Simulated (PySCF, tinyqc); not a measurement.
MP2 on RHF in the 6-31g basis, for H4, spin multiplicity 1, step by step (part 1 of 2). The lowest restricted solution is unstable here: a spin-polarised one lies 0.0788 hartree lower (PySCF). Computed by tinyqc, a small Python program that keeps every step (integrals from PySCF). Settings: charge = 0, multiplicity = 1, basis = 6-31g, method = RHF, energy threshold = 1e-10, iteration cap = 81, orthogonalisation = symmetric, start = atomic densities, DIIS depth = 6. Command: `OMP_NUM_THREADS=1 python tinyqc.py 26917 26918 out.jsonl` (the two numbers bound the seeds that draw the settings). One thread of a shared host (Intel(R) Xeon(R) Processor @ 2.60GHz), about 0.09 s of CPU time with the checks. The early iterations of the SCF are left out here.

## One-electron integrals

Geometry (angstrom):
```
atom,x,y,z
H,0.000000,0.000000,0.000000
H,0.000000,0.000000,1.252000
H,0.000000,1.191000,0.000000
H,0.000000,1.191000,1.252000
```

Basis 6-31g: exponents (1/bohr^2) and contraction coefficients of normalised primitives:
```
element,l (shell),exponent,coefficient
H,s (1),18.731137,0.033495
H,s (1),2.825394,0.234727
H,s (1),0.640122,0.813757
H,s (2),0.161278,1.000000
```

Overlap, kinetic and nuclear-attraction integrals over the contracted functions; the nuclear repulsion is the sum of Za Zb / Rab.

nuclear repulsion = 2.34643125 hartree

overlap S:
```
,1H 1s,1H 2s,2H 1s,2H 2s,3H 1s,3H 2s,4H 1s,4H 2s
1H 1s,1.000000,0.658292,0.124839,0.315551,0.150006,0.338375,0.022834,0.162439
1H 2s,0.658292,1.000000,0.315551,0.636743,0.338375,0.664663,0.162439,0.423219
2H 1s,0.124839,0.315551,1.000000,0.658292,0.022834,0.162439,0.150006,0.338375
2H 2s,0.315551,0.636743,0.658292,1.000000,0.162439,0.423219,0.338375,0.664663
3H 1s,0.150006,0.338375,0.022834,0.162439,1.000000,0.658292,0.124839,0.315551
3H 2s,0.338375,0.664663,0.162439,0.423219,0.658292,1.000000,0.315551,0.636743
4H 1s,0.022834,0.162439,0.150006,0.338375,0.124839,0.315551,1.000000,0.658292
4H 2s,0.162439,0.423219,0.338375,0.664663,0.315551,0.636743,0.658292,1.000000
```

kinetic energy T (hartree):
```
,1H 1s,1H 2s,2H 1s,2H 2s,3H 1s,3H 2s,4H 1s,4H 2s
1H 1s,1.395678,0.259735,-0.042730,0.063208,-0.034044,0.074001,-0.031060,0.004242
1H 2s,0.259735,0.241917,0.063208,0.107685,0.074001,0.117006,0.004242,0.043693
2H 1s,-0.042730,0.063208,1.395678,0.259735,-0.031060,0.004242,-0.034044,0.074001
2H 2s,0.063208,0.107685,0.259735,0.241917,0.004242,0.043693,0.074001,0.117006
3H 1s,-0.034044,0.074001,-0.031060,0.004242,1.395678,0.259735,-0.042730,0.063208
3H 2s,0.074001,0.117006,0.004242,0.043693,0.259735,0.241917,0.063208,0.107685
4H 1s,-0.031060,0.004242,-0.034044,0.074001,-0.042730,0.063208,1.395678,0.259735
4H 2s,0.004242,0.043693,0.074001,0.117006,0.063208,0.107685,0.259735,0.241917
```

nuclear attraction V (hartree):
```
,1H 1s,1H 2s,2H 1s,2H 2s,3H 1s,3H 2s,4H 1s,4H 2s
1H 1s,-2.826310,-1.512809,-0.307107,-0.739470,-0.375480,-0.795236,-0.055948,-0.390456
1H 2s,-1.512809,-1.755746,-0.739470,-1.188563,-0.795236,-1.238294,-0.390456,-0.840125
2H 1s,-0.307107,-0.739470,-2.826310,-1.512809,-0.055948,-0.390456,-0.375480,-0.795236
2H 2s,-0.739470,-1.188563,-1.512809,-1.755746,-0.390456,-0.840125,-0.795236,-1.238294
3H 1s,-0.375480,-0.795236,-0.055948,-0.390456,-2.826310,-1.512809,-0.307107,-0.739470
3H 2s,-0.795236,-1.238294,-0.390456,-0.840125,-1.512809,-1.755746,-0.739470,-1.188563
4H 1s,-0.055948,-0.390456,-0.375480,-0.795236,-0.307107,-0.739470,-2.826310,-1.512809
4H 2s,-0.390456,-0.840125,-0.795236,-1.238294,-0.739470,-1.188563,-1.512809,-1.755746
```

core Hamiltonian H = T + V (hartree):
```
,1H 1s,1H 2s,2H 1s,2H 2s,3H 1s,3H 2s,4H 1s,4H 2s
1H 1s,-1.430632,-1.253074,-0.349837,-0.676262,-0.409525,-0.721236,-0.087008,-0.386214
1H 2s,-1.253074,-1.513829,-0.676262,-1.080878,-0.721236,-1.121287,-0.386214,-0.796432
2H 1s,-0.349837,-0.676262,-1.430632,-1.253074,-0.087008,-0.386214,-0.409525,-0.721236
2H 2s,-0.676262,-1.080878,-1.253074,-1.513829,-0.386214,-0.796432,-0.721236,-1.121287
3H 1s,-0.409525,-0.721236,-0.087008,-0.386214,-1.430632,-1.253074,-0.349837,-0.676262
3H 2s,-0.721236,-1.121287,-0.386214,-0.796432,-1.253074,-1.513829,-0.676262,-1.080878
4H 1s,-0.087008,-0.386214,-0.409525,-0.721236,-0.349837,-0.676262,-1.430632,-1.253074
4H 2s,-0.386214,-0.796432,-0.721236,-1.121287,-0.676262,-1.080878,-1.253074,-1.513829
```

## Two-electron integrals

Functions are numbered as in S; the eight-fold symmetry (ij|kl) = (ji|kl) = (kl|ij) leaves the list below.

Two-electron integrals (ij|kl) in chemists' order, unique and non-zero (hartree):
```
i,j,k,l,(ij|kl)
1,1,1,1,1.076566
2,1,1,1,0.578470
2,1,2,1,0.329423
2,2,1,1,0.587396
2,2,2,1,0.361304
2,2,2,2,0.453150
3,1,1,1,0.091046
3,1,2,1,0.054367
3,1,2,2,0.063956
3,1,3,1,0.014180
3,2,1,1,0.156814
3,2,2,1,0.099769
3,2,2,2,0.133086
3,2,3,1,0.029299
3,2,3,2,0.074712
3,3,1,1,0.421088
3,3,2,1,0.274593
3,3,2,2,0.387957
3,3,3,1,0.091046
3,3,3,2,0.265857
3,3,3,3,1.076566
4,1,1,1,0.265857
4,1,2,1,0.152868
4,1,2,2,0.170254
4,1,3,1,0.029299
4,1,3,2,0.055467
4,1,3,3,0.156814
4,1,4,1,0.074712
4,2,1,1,0.331545
4,2,2,1,0.206916
4,2,2,2,0.268227
4,2,3,1,0.045600
4,2,3,2,0.105265
4,2,3,3,0.331545
4,2,4,1,0.105265
4,2,4,2,0.183726
4,3,1,1,0.274593
4,3,2,1,0.177950
4,3,2,2,0.249214
4,3,3,1,0.054367
4,3,3,2,0.152868
4,3,3,3,0.578470
4,3,4,1,0.099769
4,3,4,2,0.206916
4,3,4,3,0.329423
4,4,1,1,0.387957
4,4,2,1,0.249214
4,4,2,2,0.346991
4,4,3,1,0.063956
4,4,3,2,0.170254
4,4,3,3,0.587396
4,4,4,1,0.133086
4,4,4,2,0.268227
4,4,4,3,0.361304
4,4,4,4,0.453150
5,1,1,1,0.112326
5,1,2,1,0.066681
5,1,2,2,0.077697
5,1,3,1,0.010840
5,1,3,2,0.020684
5,1,3,3,0.057019
5,1,4,1,0.030979
5,1,4,2,0.044486
5,1,4,3,0.037318
5,1,4,4,0.053803
5,1,5,1,0.020570
5,2,1,1,0.174692
5,2,2,1,0.110623
5,2,2,2,0.145892
5,2,3,1,0.018817
5,2,3,2,0.039562
5,2,3,3,0.112868
5,2,4,1,0.051983
5,2,4,2,0.085374
5,2,4,3,0.073980
5,2,4,4,0.108452
5,2,5,1,0.038156
5,2,5,2,0.086009
5,3,1,1,0.013207
5,3,2,1,0.008286
5,3,2,2,0.010593
5,3,3,1,0.002012
5,3,3,2,0.004433
5,3,3,3,0.013422
5,3,4,1,0.004399
5,3,4,2,0.007497
5,3,4,3,0.008370
5,3,4,4,0.010623
5,3,5,1,0.002367
5,3,5,2,0.004706
5,3,5,3,0.000467
5,4,1,1,0.082043
5,4,2,1,0.052100
5,4,2,2,0.069157
5,4,3,1,0.009774
5,4,3,2,0.021106
5,4,3,3,0.060994
5,4,4,1,0.025397
5,4,4,2,0.043102
5,4,4,3,0.039760
5,4,4,4,0.056959
5,4,5,1,0.017706
5,4,5,2,0.039994
5,4,5,3,0.002531
5,4,5,4,0.019603
5,5,1,1,0.441829
5,5,2,1,0.287226
5,5,2,2,0.400724
5,5,3,1,0.048876
5,5,3,2,0.106322
5,5,3,3,0.306206
5,5,4,1,0.135261
5,5,4,2,0.234956
5,5,4,3,0.201442
5,5,4,4,0.301157
5,5,5,1,0.112326
5,5,5,2,0.286220
5,5,5,3,0.013422
5,5,5,4,0.131841
5,5,5,5,1.076566
6,1,1,1,0.286220
6,1,2,1,0.164429
6,1,2,2,0.182865
6,1,3,1,0.027183
6,1,3,2,0.050408
6,1,3,3,0.139055
6,1,4,1,0.076372
6,1,4,2,0.104880
6,1,4,3,0.090209
6,1,4,4,0.126773
6,1,5,1,0.038156
6,1,5,2,0.065315
6,1,5,3,0.004670
6,1,5,4,0.030654
6,1,5,5,0.174692
6,1,6,1,0.086009
6,2,1,1,0.349886
6,2,2,1,0.218088
6,2,2,2,0.281885
6,2,3,1,0.038635
6,2,3,2,0.082069
6,2,3,3,0.239918
6,2,4,1,0.102919
6,2,4,2,0.167508
6,2,4,3,0.154950
6,2,4,4,0.218999
6,2,5,1,0.057243
6,2,5,2,0.118329
6,2,5,3,0.007746
6,2,5,4,0.055902
6,2,5,5,0.349886
6,2,6,1,0.118329
6,2,6,2,0.200191
6,3,1,1,0.079225
6,3,2,1,0.050519
6,3,2,2,0.067754
6,3,3,1,0.014632
6,3,3,2,0.037368
6,3,3,3,0.131841
6,3,4,1,0.027993
6,3,4,2,0.053414
6,3,4,3,0.076446
6,3,4,4,0.086297
6,3,5,1,0.011410
6,3,5,2,0.022396
6,3,5,3,0.002531
6,3,5,4,0.012134
6,3,5,5,0.060994
6,3,6,1,0.026354
6,3,6,2,0.044191
6,3,6,3,0.019603
6,4,1,1,0.199648
6,4,2,1,0.125955
6,4,2,2,0.167508
6,4,3,1,0.027282
6,4,3,2,0.063799
6,4,3,3,0.199648
6,4,4,1,0.063799
6,4,4,2,0.114288
6,4,4,3,0.125955
6,4,4,4,0.167508
6,4,5,1,0.032460
6,4,5,2,0.068043
6,4,5,3,0.005527
6,4,5,4,0.034653
6,4,5,5,0.199648
6,4,6,1,0.068043
6,4,6,2,0.118497
6,4,6,3,0.034653
6,4,6,4,0.081166
6,5,1,1,0.287226
6,5,2,1,0.185449
6,5,2,2,0.256733
6,5,3,1,0.031944
6,5,3,2,0.069665
6,5,3,3,0.201442
6,5,4,1,0.087457
6,5,4,2,0.151508
6,5,4,3,0.132339
6,5,4,4,0.196516
6,5,5,1,0.066681
6,5,5,2,0.164429
6,5,5,3,0.008370
6,5,5,4,0.076446
6,5,5,5,0.578470
6,5,6,1,0.110623
6,5,6,2,0.218088
6,5,6,3,0.039760
6,5,6,4,0.125955
6,5,6,5,0.329423
6,6,1,1,0.400724
6,6,2,1,0.256733
6,6,2,2,0.354933
6,6,3,1,0.045749
6,6,3,2,0.101950
6,6,3,3,0.301157
6,6,4,1,0.121603
6,6,4,2,0.213184
6,6,4,3,0.196516
6,6,4,4,0.286743
6,6,5,1,0.077697
6,6,5,2,0.182865
6,6,5,3,0.010623
6,6,5,4,0.086297
6,6,5,5,0.587396
6,6,6,1,0.145892
6,6,6,2,0.281885
6,6,6,3,0.056959
6,6,6,4,0.167508
6,6,6,5,0.361304
6,6,6,6,0.453150
7,1,1,1,0.013422
7,1,2,1,0.008370
7,1,2,2,0.010623
7,1,3,1,0.002012
7,1,3,2,0.004399
7,1,3,3,0.013207
7,1,4,1,0.004433
7,1,4,2,0.007497
7,1,4,3,0.008286
7,1,4,4,0.010593
7,1,5,1,0.002367
7,1,5,2,0.004670
7,1,5,3,0.000467
7,1,5,4,0.002516
7,1,5,5,0.013207
7,1,6,1,0.004706
7,1,6,2,0.007746
7,1,6,3,0.002516
7,1,6,4,0.005527
7,1,6,5,0.008286
7,1,6,6,0.010593
7,1,7,1,0.000467
7,2,1,1,0.060994
7,2,2,1,0.039760
7,2,2,2,0.056959
7,2,3,1,0.009774
7,2,3,2,0.025397
7,2,3,3,0.082043
7,2,4,1,0.021106
7,2,4,2,0.043102
7,2,4,3,0.052100
7,2,4,4,0.069157
7,2,5,1,0.011410
7,2,5,2,0.026354
7,2,5,3,0.002516
7,2,5,4,0.014682
7,2,5,5,0.079225
7,2,6,1,0.022396
7,2,6,2,0.044191
7,2,6,3,0.015025
7,2,6,4,0.034653
7,2,6,5,0.050519
7,2,6,6,0.067754
7,2,7,1,0.002531
7,2,7,2,0.019603
7,3,1,1,0.057019
7,3,2,1,0.037318
7,3,2,2,0.053803
7,3,3,1,0.010840
7,3,3,2,0.030979
7,3,3,3,0.112326
7,3,4,1,0.020684
7,3,4,2,0.044486
7,3,4,3,0.066681
7,3,4,4,0.077697
7,3,5,1,0.009353
7,3,5,2,0.020217
7,3,5,3,0.002367
7,3,5,4,0.011410
7,3,5,5,0.057019
7,3,6,1,0.020217
7,3,6,2,0.038326
7,3,6,3,0.017706
7,3,6,4,0.032460
7,3,6,5,0.037318
7,3,6,6,0.053803
7,3,7,1,0.002367
7,3,7,2,0.017706
7,3,7,3,0.020570
7,4,1,1,0.112868
7,4,2,1,0.073980
7,4,2,2,0.108452
7,4,3,1,0.018817
7,4,3,2,0.051983
7,4,3,3,0.174692
7,4,4,1,0.039562
7,4,4,2,0.085374
7,4,4,3,0.110623
7,4,4,4,0.145892
7,4,5,1,0.020217
7,4,5,2,0.046909
7,4,5,3,0.004670
7,4,5,4,0.026354
7,4,5,5,0.139055
7,4,6,1,0.041033
7,4,6,2,0.082767
7,4,6,3,0.030654
7,4,6,4,0.068043
7,4,6,5,0.090209
7,4,6,6,0.126773
7,4,7,1,0.004706
7,4,7,2,0.039994
7,4,7,3,0.038156
7,4,7,4,0.086009
7,5,1,1,0.048876
7,5,2,1,0.031944
7,5,2,2,0.045749
7,5,3,1,0.006782
7,5,3,2,0.016278
7,5,3,3,0.048876
7,5,4,1,0.016278
7,5,4,2,0.031527
7,5,4,3,0.031944
7,5,4,4,0.045749
7,5,5,1,0.010840
7,5,5,2,0.027183
7,5,5,3,0.002012
7,5,5,4,0.014632
7,5,5,5,0.091046
7,5,6,1,0.018817
7,5,6,2,0.038635
7,5,6,3,0.009774
7,5,6,4,0.027282
7,5,6,5,0.054367
7,5,6,6,0.063956
7,5,7,1,0.002012
7,5,7,2,0.014632
7,5,7,3,0.010840
7,5,7,4,0.027183
7,5,7,5,0.014180
7,6,1,1,0.106322
7,6,2,1,0.069665
7,6,2,2,0.101950
7,6,3,1,0.016278
7,6,3,2,0.042490
7,6,3,3,0.135261
7,6,4,1,0.036400
7,6,4,2,0.075867
7,6,4,3,0.087457
7,6,4,4,0.121603
7,6,5,1,0.020684
7,6,5,2,0.050408
7,6,5,3,0.004399
7,6,5,4,0.027993
7,6,5,5,0.156814
7,6,6,1,0.039562
7,6,6,2,0.082069
7,6,6,3,0.025397
7,6,6,4,0.063799
7,6,6,5,0.099769
7,6,6,6,0.133086
7,6,7,1,0.004433
7,6,7,2,0.037368
7,6,7,3,0.030979
7,6,7,4,0.076372
7,6,7,5,0.029299
7,6,7,6,0.074712
7,7,1,1,0.306206
7,7,2,1,0.201442
7,7,2,2,0.301157
7,7,3,1,0.048876
7,7,3,2,0.135261
7,7,3,3,0.441829
7,7,4,1,0.106322
7,7,4,2,0.234956
7,7,4,3,0.287226
7,7,4,4,0.400724
7,7,5,1,0.057019
7,7,5,2,0.139055
7,7,5,3,0.013207
7,7,5,4,0.079225
7,7,5,5,0.421088
7,7,6,1,0.112868
7,7,6,2,0.239918
7,7,6,3,0.082043
7,7,6,4,0.199648
7,7,6,5,0.274593
7,7,6,6,0.387957
7,7,7,1,0.013422
7,7,7,2,0.131841
7,7,7,3,0.112326
7,7,7,4,0.286220
7,7,7,5,0.091046
7,7,7,6,0.265857
7,7,7,7,1.076566
8,1,1,1,0.131841
8,1,2,1,0.076446
8,1,2,2,0.086297
8,1,3,1,0.014632
8,1,3,2,0.027993
8,1,3,3,0.079225
8,1,4,1,0.037368
8,1,4,2,0.053414
8,1,4,3,0.050519
8,1,4,4,0.067754
8,1,5,1,0.017706
8,1,5,2,0.030654
8,1,5,3,0.002516
8,1,5,4,0.015025
8,1,5,5,0.082043
8,1,6,1,0.039994
8,1,6,2,0.055902
8,1,6,3,0.014682
8,1,6,4,0.034653
8,1,6,5,0.052100
8,1,6,6,0.069157
8,1,7,1,0.002531
8,1,7,2,0.012134
8,1,7,3,0.011410
8,1,7,4,0.022396
8,1,7,5,0.009774
8,1,7,6,0.021106
8,1,7,7,0.060994
8,1,8,1,0.019603
8,2,1,1,0.199648
8,2,2,1,0.125955
8,2,2,2,0.167508
8,2,3,1,0.027282
8,2,3,2,0.063799
8,2,3,3,0.199648
8,2,4,1,0.063799
8,2,4,2,0.114288
8,2,4,3,0.125955
8,2,4,4,0.167508
8,2,5,1,0.032460
8,2,5,2,0.068043
8,2,5,3,0.005527
8,2,5,4,0.034653
8,2,5,5,0.199648
8,2,6,1,0.068043
8,2,6,2,0.118497
8,2,6,3,0.034653
8,2,6,4,0.081166
8,2,6,5,0.125955
8,2,6,6,0.167508
8,2,7,1,0.005527
8,2,7,2,0.034653
8,2,7,3,0.032460
8,2,7,4,0.068043
8,2,7,5,0.027282
8,2,7,6,0.063799
8,2,7,7,0.199648
8,2,8,1,0.034653
8,2,8,2,0.081166
8,3,1,1,0.139055
8,3,2,1,0.090209
8,3,2,2,0.126773
8,3,3,1,0.027183
8,3,3,2,0.076372
8,3,3,3,0.286220
8,3,4,1,0.050408
8,3,4,2,0.104880
8,3,4,3,0.164429
8,3,4,4,0.182865
8,3,5,1,0.020217
8,3,5,2,0.041033
8,3,5,3,0.004706
8,3,5,4,0.022396
8,3,5,5,0.112868
8,3,6,1,0.046909
8,3,6,2,0.082767
8,3,6,3,0.039994
8,3,6,4,0.068043
8,3,6,5,0.073980
8,3,6,6,0.108452
8,3,7,1,0.004670
8,3,7,2,0.030654
8,3,7,3,0.038156
8,3,7,4,0.065315
8,3,7,5,0.018817
8,3,7,6,0.051983
8,3,7,7,0.174692
8,3,8,1,0.026354
8,3,8,2,0.068043
8,3,8,3,0.086009
8,4,1,1,0.239918
8,4,2,1,0.154950
8,4,2,2,0.218999
8,4,3,1,0.038635
8,4,3,2,0.102919
8,4,3,3,0.349886
8,4,4,1,0.082069
8,4,4,2,0.167508
8,4,4,3,0.218088
8,4,4,4,0.281885
8,4,5,1,0.038326
8,4,5,2,0.082767
8,4,5,3,0.007746
8,4,5,4,0.044191
8,4,5,5,0.239918
8,4,6,1,0.082767
8,4,6,2,0.153292
8,4,6,3,0.055902
8,4,6,4,0.118497
8,4,6,5,0.154950
8,4,6,6,0.218999
8,4,7,1,0.007746
8,4,7,2,0.055902
8,4,7,3,0.057243
8,4,7,4,0.118329
8,4,7,5,0.038635
8,4,7,6,0.102919
8,4,7,7,0.349886
8,4,8,1,0.044191
8,4,8,2,0.118497
8,4,8,3,0.118329
8,4,8,4,0.200191
8,5,1,1,0.135261
8,5,2,1,0.087457
8,5,2,2,0.121603
8,5,3,1,0.016278
8,5,3,2,0.036400
8,5,3,3,0.106322
8,5,4,1,0.042490
8,5,4,2,0.075867
8,5,4,3,0.069665
8,5,4,4,0.101950
8,5,5,1,0.030979
8,5,5,2,0.076372
8,5,5,3,0.004433
8,5,5,4,0.037368
8,5,5,5,0.265857
8,5,6,1,0.051983
8,5,6,2,0.102919
8,5,6,3,0.021106
8,5,6,4,0.063799
8,5,6,5,0.152868
8,5,6,6,0.170254
8,5,7,1,0.004399
8,5,7,2,0.027993
8,5,7,3,0.020684
8,5,7,4,0.050408
8,5,7,5,0.029299
8,5,7,6,0.055467
8,5,7,7,0.156814
8,5,8,1,0.025397
8,5,8,2,0.063799
8,5,8,3,0.039562
8,5,8,4,0.082069
8,5,8,5,0.074712
8,6,1,1,0.234956
8,6,2,1,0.151508
8,6,2,2,0.213184
8,6,3,1,0.031527
8,6,3,2,0.075867
8,6,3,3,0.234956
8,6,4,1,0.075867
8,6,4,2,0.143905
8,6,4,3,0.151508
8,6,4,4,0.213184
8,6,5,1,0.044486
8,6,5,2,0.104880
8,6,5,3,0.007497
8,6,5,4,0.053414
8,6,5,5,0.331545
8,6,6,1,0.085374
8,6,6,2,0.167508
8,6,6,3,0.043102
8,6,6,4,0.114288
8,6,6,5,0.206916
8,6,6,6,0.268227
8,6,7,1,0.007497
8,6,7,2,0.053414
8,6,7,3,0.044486
8,6,7,4,0.104880
8,6,7,5,0.045600
8,6,7,6,0.105265
8,6,7,7,0.331545
8,6,8,1,0.043102
8,6,8,2,0.114288
8,6,8,3,0.085374
8,6,8,4,0.167508
8,6,8,5,0.105265
8,6,8,6,0.183726
8,7,1,1,0.201442
8,7,2,1,0.132339
8,7,2,2,0.196516
8,7,3,1,0.031944
8,7,3,2,0.087457
8,7,3,3,0.287226
8,7,4,1,0.069665
8,7,4,2,0.151508
8,7,4,3,0.185449
8,7,4,4,0.256733
8,7,5,1,0.037318
8,7,5,2,0.090209
8,7,5,3,0.008286
8,7,5,4,0.050519
8,7,5,5,0.274593
8,7,6,1,0.073980
8,7,6,2,0.154950
8,7,6,3,0.052100
8,7,6,4,0.125955
8,7,6,5,0.177950
8,7,6,6,0.249214
8,7,7,1,0.008370
8,7,7,2,0.076446
8,7,7,3,0.066681
8,7,7,4,0.164429
8,7,7,5,0.054367
8,7,7,6,0.152868
8,7,7,7,0.578470
8,7,8,1,0.039760
8,7,8,2,0.125955
8,7,8,3,0.110623
8,7,8,4,0.218088
8,7,8,5,0.099769
8,7,8,6,0.206916
8,7,8,7,0.329423
8,8,1,1,0.301157
8,8,2,1,0.196516
8,8,2,2,0.286743
8,8,3,1,0.045749
8,8,3,2,0.121603
8,8,3,3,0.400724
8,8,4,1,0.101950
8,8,4,2,0.213184
8,8,4,3,0.256733
8,8,4,4,0.354933
8,8,5,1,0.053803
8,8,5,2,0.126773
8,8,5,3,0.010593
8,8,5,4,0.067754
8,8,5,5,0.387957
8,8,6,1,0.108452
8,8,6,2,0.218999
8,8,6,3,0.069157
8,8,6,4,0.167508
8,8,6,5,0.249214
8,8,6,6,0.346991
8,8,7,1,0.010623
8,8,7,2,0.086297
8,8,7,3,0.077697
8,8,7,4,0.182865
8,8,7,5,0.063956
8,8,7,6,0.170254
8,8,7,7,0.587396
8,8,8,1,0.056959
8,8,8,2,0.167508
8,8,8,3,0.145892
8,8,8,4,0.281885
8,8,8,5,0.133086
8,8,8,6,0.268227
8,8,8,7,0.361304
8,8,8,8,0.453150
```

## Orthogonalisation

S = U s U^T; symmetric (Loewdin) form X = U s^(-1/2) U^T, so that X^T S X = 1.

eigenvalues of S: 0.080151  0.236245  0.248040  0.372965  0.789651  1.264615  1.358993  3.649340

X:
```
,1H 1s,1H 2s,2H 1s,2H 2s,3H 1s,3H 2s,4H 1s,4H 2s
1H 1s,1.265273,-0.535379,0.018422,0.016023,0.009761,0.016216,0.029582,0.001755
1H 2s,-0.535379,1.892427,0.016023,-0.622344,0.016216,-0.654157,0.001755,0.221949
2H 1s,0.018422,0.016023,1.265273,-0.535379,0.029582,0.001755,0.009761,0.016216
2H 2s,0.016023,-0.622344,-0.535379,1.892427,0.001755,0.221949,0.016216,-0.654157
3H 1s,0.009761,0.016216,0.029582,0.001755,1.265273,-0.535379,0.018422,0.016023
3H 2s,0.016216,-0.654157,0.001755,0.221949,-0.535379,1.892427,0.016023,-0.622344
4H 1s,0.029582,0.001755,0.009761,0.016216,0.018422,0.016023,1.265273,-0.535379
4H 2s,0.001755,0.221949,0.016216,-0.654157,0.016023,-0.622344,-0.535379,1.892427
```

## Starting guess

The start is atomic minimal-basis densities projected into this basis (PySCF's MINAO start) and scaled to the electron count of each spin; this density is not idempotent, so its energy is not variational and may lie below the converged one.

D at the start:
```
,1H 1s,1H 2s,2H 1s,2H 2s,3H 1s,3H 2s,4H 1s,4H 2s
1H 1s,0.272016,0.294191,-0.008993,0.000752,-0.008692,0.000771,-0.009516,0.000723
1H 2s,0.294191,0.319495,0.000752,0.013074,0.000771,0.012787,0.000723,0.013587
2H 1s,-0.008993,0.000752,0.272016,0.294191,-0.009516,0.000723,-0.008692,0.000771
2H 2s,0.000752,0.013074,0.294191,0.319495,0.000723,0.013587,0.000771,0.012787
3H 1s,-0.008692,0.000771,-0.009516,0.000723,0.272016,0.294191,-0.008993,0.000752
3H 2s,0.000771,0.012787,0.000723,0.013587,0.294191,0.319495,0.000752,0.013074
4H 1s,-0.009516,0.000723,-0.008692,0.000771,-0.008993,0.000752,0.272016,0.294191
4H 2s,0.000723,0.013587,0.000771,0.012787,0.000752,0.013074,0.294191,0.319495
```
